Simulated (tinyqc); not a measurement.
From results back to parameters: alloy A(1-x)B(x) by interpolation with bowing. Five cases, with inputs chosen for the exercise.

Problem. An unstrained alloy A(1-x)B(x) follows Vegard, a(x) = (1 - x) a_A + x a_B, and E(x) = (1 - x) E_A + x E_B - C x (1 - x) at Gamma. Its lattice constant and gap are given.

Case 1.

Values chosen (out of a larger set: A near GaSb, B near GaAs; not measured data): a = (6.098, 5.657) angstrom (lattice constant of A, B); Eg = (0.824, 1.516) eV (gap at Gamma to the s-like level of A, B).

a(x) = 5.877500 angstrom
gap at Gamma = 0.760250 eV

Case 2.

Values chosen (out of a larger set: A near Si, B near Ge; not measured data): a = (5.437, 5.662) angstrom (lattice constant of A, B); Eg = (4.172, 0.905) eV (gap at Gamma to the s-like level of A, B).

a(x) = 5.509000 angstrom
gap at Gamma = 3.059757 eV

Case 3.

Values chosen (out of a larger set: A near Ge, B near Si; not measured data): a = (5.656, 5.438) angstrom (lattice constant of A, B); Eg = (0.907, 4.232) eV (gap at Gamma to the s-like level of A, B).

a(x) = 5.505580 angstrom
gap at Gamma = 3.159540 eV

Case 4.

Values chosen (out of a larger set: A near InAs, B near GaAs; not measured data): a = (6.057, 5.645) angstrom (lattice constant of A, B); Eg = (0.422, 1.534) eV (gap at Gamma to the s-like level of A, B).

a(x) = 5.682080 angstrom
gap at Gamma = 1.391250 eV

Case 5.

Values chosen (out of a larger set: A near InAs, B near InSb; not measured data): a = (6.057, 6.471) angstrom (lattice constant of A, B); Eg = (0.414, 0.237) eV (gap at Gamma to the s-like level of A, B).

a(x) = 6.172920 angstrom
gap at Gamma = 0.234206 eV

Find: x; linear part of the gap; C.

Solution. x = (a - a_A)/(a_B - a_A); the bowing is the shortfall against the linear part divided by x (1 - x).

Case 1.

x = 0.500
linear part of the gap = 1.1700 eV
C = 1.639 eV

Case 2.

x = 0.320
linear part of the gap = 3.1266 eV
C = 0.307 eV

Case 3.

x = 0.690
linear part of the gap = 3.2012 eV
C = 0.195 eV

Case 4.

x = 0.910
linear part of the gap = 1.4339 eV
C = 0.521 eV

Case 5.

x = 0.280
linear part of the gap = 0.3644 eV
C = 0.646 eV

Computed by tinyqc, one run a case: `OMP_NUM_THREADS=1 python tinyqc.py N N+1 out.jsonl` with N = 1051354, 1051430, 1051449, 1051476, 1051486; one thread of a shared Intel(R) Xeon(R) Processor @ 2.30GHz, about 0.01 s a run at most.
